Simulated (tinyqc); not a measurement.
Inside a calculation. Model: hot electrons in a saturated n-channel MOSFET, lucky-electron model.

Numbers from tinyqc (`OMP_NUM_THREADS=1 python tinyqc.py 2550043 2550044 out.jsonl`; about 0.01 s on one thread of a shared Intel Xeon 2.30GHz). Printed values are rounded.

Beyond pinch-off the lateral field grows as Esat cosh(y/l) over the velocity-saturated region (pseudo-two-dimensional model). Impact ionisation in this region gives the substrate current, which biases the body forward through Rsub. Currents are per width. Local-field laws: they overstate ionisation when the field peak is narrower than an energy relaxation length.

Values chosen for this exercise; values close to those of silicon n-channel devices:
```
symbol,value,unit,meaning
L,0.35,um,channel length
tox,8.9,nm,oxide thickness
xj,96,nm,junction depth
VT,0.68,V,threshold
mu,400,cm^2/(V s),effective mobility
vs,7.3e6,cm/s,saturation velocity
Ai,2e6,1/cm,ionisation prefactor
Bi,1.83,MV/cm,ionisation field
Rd,0,ohm um,resistance of the lightly doped drain
Rsub,3600,ohm um,substrate resistance
kb,0.42,,fall of VT per volt of forward body bias
lm,8.8,nm,hot-electron mean free path
pb,3.2,V,oxide barrier
Cg,0.0011,,prefactor of the gate current
m,3.3,,lifetime exponent
Hl,6000,s uA/um,lifetime constant
Vd,2.9,V,drain voltage
Vg,1.9,V,gate voltage
```

Constants: eps0 = 8.8541878128e-14 F/cm where lengths are in cm. Results are converted to the units shown.

## Length and field scales

Cox = 3.9 eps0/tox, l = sqrt(3 tox xj), Esat = 2 vs/mu.

Cox = 0.387992 uF/cm^2
l = 50.6281 nm
Esat = 0.0365 MV/cm
Esat L = 1.27750 V

## Iteration 1: body bias from the substrate current

Vb at the start = 0 V

Cox = 3.9 eps0/tox. Overdrive g = Vg - VT + kb Vb; Vdsat = g Esat L/(g + Esat L); Id = Cox vs (g - Vdsat); dV = Vd - Id Rd - Vdsat; Em = sqrt((dV/l)^2 + Esat^2); Isub = Id (Ai/Bi) l Em exp(-Bi/Em). Vb(new) = Rsub Isub.

Vdsat = 0.624044 V
Id = 168.795 uA/um
dV = 2.27596 V
Em = 0.451024 MV/cm
Isub = 7.28464 uA/um
Vb after iteration 1 = 0.0262247 V

## Iteration 2: body bias from the substrate current

As before.

Vdsat = 0.626913 V
Id = 171.102 uA/um
dV = 2.27309 V
Em = 0.450459 MV/cm
Isub = 7.33752 uA/um
Vb after iteration 2 = 0.0264151 V

## Course of the iteration: body bias from the substrate current

Stop when Vb changes by less than 1e-9 V, or after 60 iterations.

Course of the iteration:

| iteration | Vb (V) | \|change\| (V) |
|---|---|---|
| 1 | 0.0262247 | 0.0262 |
| 2 | 0.0264151 | 1.90e-4 |
| 3 | 0.0264165 | 1.38e-6 |
| 4 | 0.0264165 | 9.97e-9 |
| 5 | 0.0264165 | 7.21e-11 |

Converged in 5 iterations. At the end each change is about 0.0072 times the one before: linear convergence.

## Gate current, lifetime and channel shortening

Id = 171.119 uA/um
dV = 2.27307 V
Em = 0.450455 MV/cm
Isub = 7.33791 uA/um

Ig = Cg Id exp(-pb/(lm Em)); lifetime tau = (Hl/Id)(Isub/Id)^(-m); length of the saturated region dL = l ln[(dV/l + Em)/Esat]. 1 year = 3.15576e7 s.

Isub/Id = 0.0428819
Ig = 58.7198 pA/um
tau = 0.0362448 years
dL = 162.235 nm

The lifetime misses ten years. Integrating Ai exp(-Bi/E) over the cosh profile gives Isub/Id = 0.0357, so the closed form is 20 % above it.
